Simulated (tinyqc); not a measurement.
# Surface potential of a MOS transistor: implicit equation and explicit approximations: what changes with what

p-type body, charge-sheet picture, depletion and inversion only, full ionisation (an idealisation for deep acceptors), Boltzmann statistics (rough once Na exp(x - xn) passes about Nc/7). In units of Vt: xg = (Vg - Vfb)/Vt, x = psi/Vt, G = gamma/sqrt(Vt), xn = (2 phiF + Vc)/Vt. The implicit equation is (xg - x)^2 = G^2 [x - 1 + exp(x - xn)] for x above about 3. Cox = eps0 eox/tox.

Values chosen for this exercise; band and dielectric values close to those of 4H silicon carbide: temperature T = 300 K; band gap Eg = 3.23 eV; relative permittivity eps_r = 9.77; conduction-band density of states at T Nc = 1.73e19 cm^-3; valence-band density of states at T Nv = 2.54e19 cm^-3; relative permittivity of the gate insulator (close to hafnium oxide) eox = 22.3; insulator thickness tox = 39 nm; acceptor density Na = 1.6e17 cm^-3; flat-band voltage Vfb = -0.65 V; channel-body voltage Vc = 0.5 V; gate-body voltage Vg = 3.31 V.

Constants: q = 1.602176634e-19 C, kB = 1.380649e-23 J/K, Vt = kB T/q, eps0 = 8.8541878128e-14 F/cm where lengths are in cm. Results are converted to the units shown.

Each table varies one quantity; the others keep the values above.

## Accuracy of the approximations against gate voltage

ni = sqrt(Nc Nv) exp(-Eg/(2 Vt)), Eg in volts; phiF = Vt ln(Na/ni); gamma = sqrt(2 q eps0 eps_r Na)/Cox; VT = Vfb + Vt (xn + G sqrt(xn - 1)). Depletion value a = 1 + [sqrt(G^2/4 + xg - 1) - G/2]^2; inversion value b = xn + ln[(xg - xn)^2/G^2 - xn + 1] and first guess y = min(a, b) - ln(1 + exp(-|a - b|)) if a > xn + 1, else b = y = a; one second-order correction with D = exp(y - xn), p = 2 (xg - y) + G^2 (1 + D), w = (xg - y)^2 - G^2 (y - 1 + D): z = y + 2 w/(p + sqrt(p^2 - 2 (2 - G^2 D) w)), or the Newton step z = y + w/p where the root is not real. N_inv = (Cox Vt G/q) [sqrt(x - 1 + exp(x - xn)) - sqrt(x - 1)] at the root. Lambert form (Cox m Vt/q) W0[(G/(2 m sqrt(xn - 1))) exp((Vg - VT)/(m Vt))], m = 1 + G/(2 sqrt(xn - 1)). Errors under 1e-4 mV, and the linear form below VT, are printed as 0.

Accuracy of the approximations against gate voltage:
```
Vg (V),psi (V),x - xn,error of y (mV),error of z (mV),N_inv (cm^-2),Cox (Vg - VT)/q (cm^-2),Lambert form (cm^-2)
3.2,3.1185,-13.904,0,0,8842.7,0,8053.8
3.4,3.2976,-6.9757,2.49e-3,0,8.7763e6,0,8.4639e6
3.6,3.4749,-0.11696,2.31,-2.71e-4,8.1253e9,0,8.1344e9
3.8,3.5704,3.5788,18.1,-3.22,3.0462e11,6.2949e11,3.0957e11
4,3.5991,4.6882,12.1,-0.664,8.3599e11,1.2615e12,8.4982e11
4.2,3.6152,5.3085,9.10,-0.248,1.4117e12,1.8935e12,1.4343e12
4.4,3.6265,5.7484,7.48,-0.130,2.0038e12,2.5255e12,2.0345e12
4.6,3.6355,6.0938,6.44,-0.0800,2.6045e12,3.1574e12,2.6427e12
4.8,3.6429,6.3804,5.71,-0.0543,3.2105e12,3.7894e12,3.2558e12
```

psi rises from 3.12 to 3.64 V and ends 6.4 Vt above 2 phiF + Vc. Among the rows the first guess is off by at most 18 mV (at Vg = 3.8 V) and the corrected value by at most 3.2 mV. In the last row the linear form is 18 % above N_inv and the Lambert form 1.4 % above it; in the first row the Lambert form is 8.9 % below it. For Vg = 3.8, 4, 4.2, 4.4, 4.6, 4.8 the electron quasi-Fermi level lies less than 2 Vt below the band edge at the surface, or above it, where degeneracy and confinement, left out, matter.

## Effect of the channel-body voltage at fixed gate voltage

Same model as above.

Effect of the channel-body voltage at fixed gate voltage:
```
Vc (V),psi (V),x - xn,error of y (mV),error of z (mV),N_inv (cm^-2),Cox (Vg - VT)/q (cm^-2),Lambert form (cm^-2)
0,3.081,3.997,15.8,-1.85,4.792e11,8.449e11,4.878e11
0.2,3.208,1.173,1.78,-3.72e-4,3.059e10,1.376e11,3.084e10
0.4,3.217,-6.228,5.32e-3,0,1.877e7,0,1.817e7
0.6,3.217,-13.96,0,0,8198,0,7487
0.8,3.217,-21.70,0,0,3.580,0,3.032
```

As Vc goes from 0 to 0.8, psi rises from 3.08 to 3.22 V, x - xn falls from 4.00 to -21.7 and N_inv falls from 4.79e11 to 3.58 cm^-2. The Lambert form lies between 0.847 and 1.02 times N_inv. psi follows Vc only while the surface is inverted; once x falls below xn it settles at the depletion value. For Vc = 0 the electron quasi-Fermi level lies less than 2 Vt below the band edge at the surface, or above it, where degeneracy and confinement, left out, matter.

tinyqc, about 0.01 s, one thread, Intel Xeon 2.30GHz (shared host): `OMP_NUM_THREADS=1 python tinyqc.py 2122038 2122039 out.jsonl`
